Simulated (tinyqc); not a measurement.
Charge neutrality of a doped semiconductor with incomplete ionisation. Changing the acceptor depth E_A. Computed by tinyqc, a small Python program. Command: `OMP_NUM_THREADS=1 python tinyqc.py 3013113 3013114 out.jsonl dopant sweep`. One thread of a shared host (Intel(R) Xeon(R) Processor @ 2.30GHz), about 0.04 s of CPU time with the checks.

Energies are counted from the top of the valence band; E_D is measured down from the conduction band and E_A up from the valence band.

Inputs (values chosen for the exercise, modelled on GaSb):
```
quantity                             value   unit
gap at 0 K E_g0                      0.802     eV
Varshni alpha                     0.000411   eV/K
Varshni beta                           144      K
electron mass m_e                   0.0378    m_0
valleys M_c                              1      -
hole mass m_h                        0.405    m_0
acceptor density N_A               2.6e+17  cm^-3
acceptor degeneracy g_A                  4      -
static dielectric constant eps_s        16      -
temperature T                          150      K
iteration cap                           60      -
```

Doping: p-type. Statistics of the bands: Boltzmann. Solver: bisection. Start of Newton steps: intrinsic level E_i.

Constants: m_0 = 9.1093837015e-31 kg; k_B = 1.380649e-23 J/K; h = 6.62607015e-34 J s; k_B = 8.617333262e-05 eV/K.

Method:
- E_g = E_g0 - alpha T^2/(T + beta).
- N_c = 2 M_c (2 pi m_e k_B T/h^2)^(3/2) and N_v = 2 (2 pi m_h k_B T/h^2)^(3/2), masses in units of m_0.
- n_i = sqrt(N_c N_v) exp(-E_g/(2 k_B T)); E_i = E_g/2 + (k_B T/2) ln(N_v/N_c).
- n = N_c exp((E_F - E_g)/k_B T), p = N_v exp(-E_F/k_B T).
- N_A- = N_A/(1 + g_A exp((E_A - E_F)/k_B T)).
- Neutrality: p + N_D+ = n + N_A-; the log ratio is ln[(p + N_D+)/(n + N_A-)].
- Bisection of the log ratio between E = -0.3 and E_g + 0.3 eV; stop when |log ratio| < 1e-9.

One run for each value; columns: (1) acceptor depth E_A (eV); (2) majority density p (cm^-3); (3) ionised share of the acceptors; (4) distance of E_F from the majority band edge (eV):
```
(1)           (2)         (3)      (4)
0.010  1.6132e+17  6.2047e-01  0.03427
0.015  1.4409e+17  5.5420e-01  0.03573
0.024  1.1413e+17  4.3894e-01  0.03875
0.036  7.9751e+16  3.0674e-01  0.04338
0.055  4.2052e+16  1.6174e-01  0.05165
0.085  1.3999e+16  5.3843e-02  0.06587
0.130  2.5122e+15  9.6622e-03  0.08807
0.200  1.6829e+14  6.4728e-04  0.12302
```

Over the rows, majority density p (cm^-3) falls from 1.61e17 to 1.68e14 (exponent d ln y / d ln x -0.28 between the first rows and -6.3 between the last); ionised share of the acceptors falls from 0.620 to 6.47e-4 (exponent d ln y / d ln x -0.28 between the first rows and -6.3 between the last); distance of E_F from the majority band edge (eV) rises from 0.0343 to 0.123 (exponent d ln y / d ln x 0.10 between the first rows and 0.78 between the last).

Caution (rows 0.0100): N^(1/3) a is above 0.2 for the radius a = e^2/(8 pi eps_0 eps_s E) of the dopant: near the Mott value, 0.26, the level broadens, and above it the level has merged with the band and all dopants are ionised, so such results of a fixed depth are only formal.
